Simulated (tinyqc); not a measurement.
From Debye to Thomas-Fermi: static screening by free carriers.

kF = (3 pi^2 n/Mv)^(1/3), EF = c kF^2/m with c = hbar^2/2m0, n in 1/angstrom^3 (1e-24 per 1/cm^3), e2 = e^2/(4 pi eps0). Thomas-Fermi: qTF^2 = 6 pi e2 n/(eps EF). Debye: qD^2 = 4 pi e2 n/(eps kB T).

F_j(eta) = (1/Gamma(j + 1)) integral_0^infinity x^j dx/(1 + exp(x - eta)), which tends to exp(eta) for eta << 0.

At finite T: qs^2 = qD^2 F_-1/2(eta)/F_1/2(eta), where n = Mv N F_1/2(eta) and N = 2 (m kB T/(4 pi c))^(3/2) with c = hbar^2/2m0, in 1/angstrom^3; times 1e24 for 1/cm^3.

Constants: hbar^2/2m0 = 3.80998211 eV angstrom^2; e^2/(4 pi eps0) = 14.39964547 eV angstrom; kB = 8.617333262e-05 eV/K.

Inputs chosen for the exercise (near those of InAs; the results hold for these values, not for the real material):
- m = 0.0249 m0 (mass of one isotropic valley)
- Mv = 1 (valleys)
- eps = 15.5 (background dielectric constant)
- T = 400 K

Screening lengths (angstrom):

| n (1/cm^3) | eta | Debye | Thomas-Fermi | finite T |
|---|---|---|---|---|
| 5.0e+14 | -5.71 | 2430 | 324.6 | 2431 |
| 3.0e+15 | -3.92 | 992.1 | 240.8 | 995.5 |
| 2.0e+16 | -1.98 | 384.2 | 175.5 | 393.0 |
| 6.0e+16 | -0.79 | 221.8 | 146.2 | 236.7 |
| 2.0e+17 | 0.73 | 121.5 | 119.6 | 146.3 |
| 8.0e+17 | 3.41 | 60.75 | 94.91 | 98.74 |
| 3.0e+18 | 8.74 | 31.37 | 76.15 | 76.58 |
| 9.0e+18 | 18.34 | 18.11 | 63.41 | 63.48 |

What does the comparison show?

Debye is within 5 % of the finite-T length up to 2e+16 1/cm^3 of the densities listed and Thomas-Fermi from 8e+17 on. The length goes as n^-0.50 at the low end and n^-0.17 at the high end, against the limits -1/2 and -1/6. Both limits give too short a length.

tinyqc: `OMP_NUM_THREADS=1 python tinyqc.py 1650072 1650073 out.jsonl`; about 0.01 s, one thread, shared Intel(R) Xeon(R) Processor @ 2.30GHz.
